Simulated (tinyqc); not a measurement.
Inside a calculation: cyclotron resonance of ellipsoidal valleys, Si type. Values are carried at full precision from step to step, so a last printed digit may differ when a step is redone from the rounded ones.

Valleys along [100], [010], [001] (each with its opposite partner), mass ml along the axis and mt across it. B lies in the (1-10) plane, b = (sin(theta)/sqrt2, sin(theta)/sqrt2, cos(theta)). For the angle phi between B and the axis, 1/mc^2 = cos^2(phi)/mt^2 + sin^2(phi)/(mt ml). Resonance: h nu = 2 muB B/mc, h = 2 pi hbar.

Constants: hbar = 6.58211957e-16 eV s; muB = 5.788381798e-05 eV/T.

Inputs chosen for the exercise (near those of Si; shifted at random, so the results belong to these values and not to a real crystal):
```
symbol  value  unit     meaning
theta   32     degrees  angle of B from [001] towards [110]
ml      0.892  m0       longitudinal mass
mt      0.188  m0       transverse mass
nu      24     GHz      microwave frequency
tau     22     ps       scattering time
```

## Angles to the valley axes

Give b and cos^2(phi) for each axis.

b: [0.3747, 0.3747, 0.8480]

cos^2(phi): [100] 0.1404, [010] 0.1404, [001] 0.7192

## Cyclotron masses and resonance fields

For each axis, mc and B = h nu mc/(2 muB).

Resonances:
```
axis   mc (m0)   B (T)
[100]   0.3315  0.2842
[010]   0.3315  0.2842
[001]   0.2131  0.1827
```

2 distinct masses appear; the limits are mt = 0.188 (B along the axis) and sqrt(ml mt) = 0.4095 (B across it).

## The same from the mass tensor

For the valley along [001]: M = mt 1 + (ml - mt) a a^T, and mc^2 = det M/(b M b).

M (m0), rows x, y, z and columns alike:
```
[[0.1880, 0, 0],
 [0, 0.1880, 0],
 [0, 0, 0.8920]]
```

det M = 0.031527
b M b = 0.6943
mc = 0.2131 m0

## Line shape

For linear polarisation and one isotropic mass the absorbed power goes as P = [1 + (w^2 + wc^2) tau^2]/([1 + (wc^2 - w^2) tau^2]^2 + 4 w^2 tau^2), w = 2 pi nu. List it for wc/w = 0, 0.5, 0.8, 0.9, 1, 1.1, 1.2, 1.5 and 2, which is B over the resonance field.

w tau = 3.318

Power:
```
wc/w        P
0.0   0.08329
0.5    0.1527
0.8    0.3608
0.9    0.4627
1.0    0.5111
1.1    0.4605
1.2    0.3564
1.5    0.1404
2.0   0.04664
```

The largest listed value lies at wc/w = 1.0, 6.1 times the zero-field value. With w tau well above 1 the line is sharp, of relative half width about 1/(w tau). The closest two lines of this crystal are 55.6 % apart, so they are resolved.

## Checks

- Rotation frequency of dv/dt = -M^-1 (v x b) for the valley along [001], in units of e B/m0, against 1/mc: both 4.6928.

Program tinyqc; command `OMP_NUM_THREADS=1 python tinyqc.py 1281308 1281309 out.jsonl`; about 0.01 s on one thread of a shared Intel(R) Xeon(R) Processor @ 2.30GHz.
